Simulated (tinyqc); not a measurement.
Inside a calculation. Method: Hubbard ring of 6 sites. Computed by tinyqc, a small Python program that keeps every step. Settings: hopping = 1.72, U = 6.7, mixing = 0.2, iteration cap = 83. Command: `OMP_NUM_THREADS=1 python tinyqc.py 22835 22836 out.jsonl` (the two numbers bound the seeds that draw the settings). One thread of a shared host (Intel(R) Xeon(R) Processor @ 2.60GHz), about 0.4 s of CPU time with the checks. Later iterations appear only in the table of the cycle.

## Mean-field iteration 1

one-body matrix (hopping and site energies) (eV), lower triangle:
```
           1          2          3          4          5         6
1   0.000000
2  -1.720000   0.000000
3   0.000000  -1.720000   0.000000
4   0.000000   0.000000  -1.720000   0.000000
5   0.000000   0.000000   0.000000  -1.720000   0.000000
6  -1.720000   0.000000   0.000000   0.000000  -1.720000  0.000000
```

U = 6.700000 eV

electrons, up and down: 3  3

mixing = 0.200000

n(up) at the start (a guess, not normalised): 1 0.950000, 2 0.050000, 3 0.950000, 4 0.050000, 5 0.950000, 6 0.050000

n(down) at the start (a guess): 1 0.050000, 2 0.950000, 3 0.050000, 4 0.950000, 5 0.050000, 6 0.950000

H(up) = T + U n(down), H(down) = T + U n(up); fill the lowest levels; n(new) = n + mixing (n(out) - n); E = tr T (rho up + rho down) + U sum n_up n_down of the output.

levels, up (eV): -1.224257  -0.121113  -0.121113  6.821113  6.821113  7.924257

levels, down (eV): -1.224257  -0.121113  -0.121113  6.821113  6.821113  7.924257

energy = -4.945447 eV

n(up) after iteration 1: 1 0.939877, 2 0.060123, 3 0.939877, 4 0.060123, 5 0.939877, 6 0.060123

n(down) after iteration 1: 1 0.060123, 2 0.939877, 3 0.060123, 4 0.939877, 5 0.060123, 6 0.939877

## Mean-field iteration 2

As before.

levels, up (eV): -1.179841  -0.062368  -0.062368  6.762368  6.762368  7.879841

levels, down (eV): -1.179841  -0.062368  -0.062368  6.762368  6.762368  7.879841

energy = -4.957018 eV

n(up) after iteration 2: 1 0.931167, 2 0.068833, 3 0.931167, 4 0.068833, 5 0.931167, 6 0.068833

n(down) after iteration 2: 1 0.068833, 2 0.931167, 3 0.068833, 4 0.931167, 5 0.068833, 6 0.931167

## Convergence

Each step fills the lowest levels of T + U n(other spin) and sets n(new) = n + mixing (n(out) - n); stop when output and input agree to 1e-8.

Course of the cycle:
```
iteration       E (eV)  largest |n(out) - n(in)|  mean |n_up - n_down|
1          -4.94544704                  5.06e-02              0.798773
2          -4.95701803                  4.35e-02              0.792655
3          -4.96593147                  3.76e-02              0.787185
4          -4.97279985                  3.25e-02              0.782306
5          -4.97809481                  2.82e-02              0.777962
6          -4.98217907                  2.45e-02              0.774100
7          -4.98533137                  2.13e-02              0.770671
8          -4.98776587                  1.86e-02              0.767630
9          -4.98964719                  1.62e-02              0.764935
10         -4.99110189                  1.41e-02              0.762549
11         -4.99222736                  1.24e-02              0.760437
...                ...                       ...                   ...
73         -4.99610610                  4.83e-06              0.744462
74         -4.99610610                  4.26e-06              0.744461
75         -4.99610610                  3.75e-06              0.744460
76         -4.99610610                  3.31e-06              0.744460
77         -4.99610610                  2.92e-06              0.744459
78         -4.99610610                  2.58e-06              0.744459
79         -4.99610610                  2.27e-06              0.744458
80         -4.99610610                  2.00e-06              0.744458
81         -4.99610610                  1.77e-06              0.744458
82         -4.99610610                  1.56e-06              0.744457
83         -4.99610610                  1.37e-06              0.744457
```

Not converged within 83 iterations: the residual falls steadily but slowly, by a factor of about 0.88 a step. The lowest mean-field energy found from random starts is -4.99611 eV. Reruns (cap 100 unless said): mixing 0.5: converged in 45 (E = -4.99611); mixing 0.9: converged in 21 (E = -4.99611); the original settings with a cap of 400: converged in 123 (E = -4.99611).

## Exact diagonalisation (400 states)

Lowest levels of the sector, and the double occupancy of the lowest state.

lowest levels (eV): -6.431880  -5.069840  -4.409072  -4.253857  -4.253857  -3.667514

double occupancy per site = 0.114326

## The lowest level by Lanczos steps

From a random start vector (not printed): a_j = <q_j|H|q_j>, b_j = norm of the remainder after orthogonalising; the Ritz value is the lowest eigenvalue of the tridiagonal matrix of a and b so far.

Lanczos:
```
j    a_j (eV)  b_j (eV)  lowest Ritz value (eV)
1    6.661495  8.421004              6.66149498
2    6.231506  9.137163             -1.97724780
3   10.481803  8.209139             -5.13008857
4   10.604672  7.735896             -6.04237670
5   10.576443  7.114893             -6.32289915
6   11.464650  7.094072             -6.39631136
7    9.863494  7.356524             -6.41641717
8    8.374598  7.950557             -6.42442303
9   10.809550  8.223717             -6.42865087
10  12.037482  7.130398             -6.43067822
```
